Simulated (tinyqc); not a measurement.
Inside a calculation: alloy A(1-x)B(x) by interpolation with bowing. Values are carried at full precision from step to step, so a last printed digit may differ when a step is redone from the rounded ones.

Each gap follows E(x) = (1 - x) E_A + x E_B - C x (1 - x); the lattice constant follows Vegard, a(x) = (1 - x) a_A + x a_B.

Constants: hc = 1239.841984 eV nm; kB = 8.617333262e-05 eV/K.

Inputs chosen for the exercise (A near GaSb, B near GaAs; the results hold for these values, not for the real material): a = (6.1, 5.649) angstrom (lattice constant of A, B); x = 0.12 (fraction of B); Eg = (0.814, 1.522) eV (gap at Gamma to the s-like level of A, B); EgX = (1.129, 1.955) eV (gap to the lowest valley along Gamma-X of A, B); EgL = (0.875, 1.836) eV (gap to L of A, B); C = (1.644, 1.31, 1.131) eV (bowing of the Gamma, X and L gaps); Dso = (0.765, 0.34) eV (spin-orbit splitting of A, B); Ep = (26.8, 25.7) eV (Kane energy of A, B); me = (0.0395, 0.0668) m0 (electron mass at Gamma of A, B); Cs = 0.53 eV (bowing of Dso); md = (0.0347, 0.8, 0.56) m0 (density-of-states masses of Gamma, all X and all L valleys); T = 200 K (temperature).

## Gaps and lattice constant at x

Also give the wavelength hc/E of the lowest gap.

a(x) = 6.0459 angstrom

linear parts (eV): Gamma 0.8990, X 1.2281, L 0.9903

bowing terms C x (1 - x) (eV): Gamma 0.1736, X 0.1383, L 0.1194

gaps (eV): Gamma 0.7254, X 1.0898, L 0.8709

wavelength of the lowest gap = 1709.3 nm

The lowest valley is Gamma, so the gap is direct; the next, L, lies 146 meV higher.

## Where the valleys cross

The difference of two gaps is a quadratic q2 x^2 + q1 x + q0 with q2 = C_i - C_j, q1 = (E_B - E_A - C)_i - (E_B - E_A - C)_j, q0 = E_A,i - E_A,j; give its roots between 0 and 1 (a dash: none).

Crossings:
```
pair,q2,q1,q0,first root,second root
Gamma-X,0.334,-0.452,-0.315,-,-
Gamma-L,0.513,-0.766,-0.061,-,-
X-L,0.179,-0.314,0.254,-,-
```

The lowest valley is Gamma at every x.

## Electron mass of the alloy

Mass at Gamma from the Kane formula 1/m = F + Ep (Eg + 2 Dso/3)/(Eg (Eg + Dso)). F is fixed by the masses of A and B and interpolated linearly, as is Ep; Eg and Dso carry their bowing.

Compare with the linear interpolation of the masses.

F of A, B: -2.2904  -0.8878

Ep, Eg, Dso at x (eV): 26.6680  0.7254  0.6580

m(x) from the Kane formula = 0.0347 m0
m(x) linear = 0.0428 m0

The Kane value lies 18.9 % below the linear one.

## Shares of the electrons in the valleys

Non-degenerate: n_i proportional to md_i^(3/2) exp(-E_i/kT).

md^(3/2): Gamma 0.0065, X 0.7155, L 0.4191

(E - E_min)/kT: Gamma 0.00, X 21.15, L 8.44

shares: Gamma 0.986, X 0.000, L 0.014

Gamma holds most electrons (98.6 %).

Run: tinyqc, `OMP_NUM_THREADS=1 python tinyqc.py 1081264 1081265 out.jsonl`; Intel(R) Xeon(R) Processor @ 2.30GHz, one thread, shared host; about 0.01 s of CPU time with all checks.
